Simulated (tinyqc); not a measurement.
# Worked calculation: energy and delay of logic against supply voltage

Program tinyqc, `OMP_NUM_THREADS=1 python tinyqc.py 2082082 2082083 out.jsonl`; Intel Xeon 2.30GHz, shared host, one thread, about 0.01 s. Printed values are rounded.

One expression serves below and above threshold: I(Vg) = Ik [ln(1 + exp((Vg - VT + dd V)/(al nf Vt)))]^al, with I_on = I(V) and I_off = I(0). Gate delay td = kd C V/I_on, clock period LD td. Per gate and cycle the switching energy is act C V^2 and the leakage energy I_off V LD td. No short-circuit current, no variation. Minima are sought above 0.09 V; below a few Vt gates no longer switch and the model has no meaning.

Inputs (values chosen for the exercise); values of the order met in logic technologies: temperature T = 250 K; threshold voltage at zero drain bias VT = 0.35 V; slope factor nf = 1.08; barrier lowering per volt of supply dd = 0.07; specific current of a gate Ik = 0.35 uA; exponent of the current law al = 1.68; load capacitance of a gate C = 0.3 fF; delay factor kd = 0.7; logic depth LD = 60; activity factor act = 0.05; supply voltage V = 0.5 V.

Constants: q = 1.602176634e-19 C, kB = 1.380649e-23 J/K, Vt = kB T/q. Results are converted to the units shown.

## Currents, delay and energies

I_on, I_off, td, clock frequency 1/(LD td), both energies and their sum.

I_on = 4.78221 uA
I_off = 4.61542e-4 nA
td = 21.9564 ps
clock frequency = 0.759081 GHz
switching energy = 3.75 aJ
leakage energy = 3.04014e-4 aJ
energy = 3.75030 aJ

I_on/I_off = 1.04e7; leakage makes up 0.00811 % of the energy.

## Starting value

V = 0.25 V.

V at the start = 0.25 V

## Iteration 1: new V

Minimum-energy supply: E(V) is the energy per gate and cycle; with h = 0.001 V, E' = (E(V + h) - E(V - h))/(2 h), E'' = (E(V - h) - 2 E(V) + E(V + h))/h^2, V(new) = V - E'/E''.

E' = 6.89313 aJ/V
E'' = 50.2704 aJ/V^2
V after iteration 1 = 0.112879 V

## Iteration 2: new V

As before.

E' = -28.3048 aJ/V
E'' = 633.273 aJ/V^2
V after iteration 2 = 0.157575 V

## Course of the iteration

Stop when the step is below 1e-9 V, or after 40 iterations.

Course of the iteration:
```
iteration,V before the step (V),step (V)
1,0.25,-0.137
2,0.112879,0.0447
3,0.157575,0.0186
4,0.176177,5.00e-3
5,0.181180,3.09e-4
6,0.181490,1.09e-6
7,0.181491,-3.32e-11
```

Converged in 7 iterations. There leakage makes up 25.9 % of the energy and the clock runs at 0.186 MHz.
